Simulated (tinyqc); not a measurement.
Coherent transport through a tight-binding region between two chains, step by step. Computed by tinyqc, a small Python program that keeps every step. Settings: temperature = 300, mu = -0.48. Command: `OMP_NUM_THREADS=1 python tinyqc.py 31846 31847 out.jsonl` (the two numbers bound the seeds that draw the settings). One thread of a shared host (Intel(R) Xeon(R) Processor @ 2.60GHz), about 0.07 s of CPU time with the checks.

## Transmission at E = -0.61 eV

H of the central region (eV):
```
           1          2
1   0.000000  -2.260000
2  -2.260000   0.000000
```

Leads: semi-infinite chains with site energy 0:

| parameter | value |
|---|---|
| lead hopping t (eV) | 2.840000 |
| coupling to the left lead (eV) | 1.390000 |
| coupling to the right lead (eV) | 0.530000 |
| left contact site | 1 |
| right contact site | 2 |

E = -0.610000 eV

Surface Green function g = (E - i sqrt(4 t^2 - E^2)) / (2 t^2); self-energy tc^2 g on each contact site; G = (E - H - Sigma)^(-1); Gamma = -2 Im Sigma; T = Gamma_L Gamma_R |G_LR|^2; local density of states -Im G_ii / pi.

g = -0.037815-0.350076i 1/eV

G (1/eV):
```
                    1                   2
1  0.120536-0.031648i  0.461643-0.043594i
2  0.461643-0.043594i  0.096632-0.148520i
```

local density of states (1/eV): 0.010074  0.047275

transmission = 0.057205

## Transmission across the band

The same steps on a grid of energies.

T(E):

| E (eV) | T |
|---|---|
| -5.39600000 | 0.000331 |
| -4.85640000 | 0.001561 |
| -4.31680000 | 0.004643 |
| -3.77720000 | 0.013619 |
| -3.23760000 | 0.047963 |
| -2.69800000 | 0.236135 |
| -2.15840000 | 0.329889 |
| -1.61880000 | 0.128866 |
| -1.07920000 | 0.073662 |
| -0.53960000 | 0.055844 |
| 0.00000000 | 0.051336 |
| 0.53960000 | 0.055844 |
| 1.07920000 | 0.073662 |
| 1.61880000 | 0.128866 |
| 2.15840000 | 0.329889 |
| 2.69800000 | 0.236135 |
| 3.23760000 | 0.047963 |
| 3.77720000 | 0.013619 |
| 4.31680000 | 0.004643 |
| 4.85640000 | 0.001561 |
| 5.39600000 | 0.000331 |

levels of the isolated region (eV): -2.260000  2.260000

## Current

I = (2e/h) int T(E) [f(E - mu - V/2) - f(E - mu + V/2)] dE at 300 K with mu = -0.48 eV, the bias not changing H; 2e^2/h = 77.48092 microsiemens; the integral runs over the band on 4001 points.

Current:

| V (volt) | I (microampere) |
|---|---|
| 0.010000 | 0.042535 |
| 0.050000 | 0.212691 |
| 0.100000 | 0.425476 |
| 0.200000 | 0.851707 |
| 0.400000 | 1.709493 |
| 0.800000 | 3.468932 |
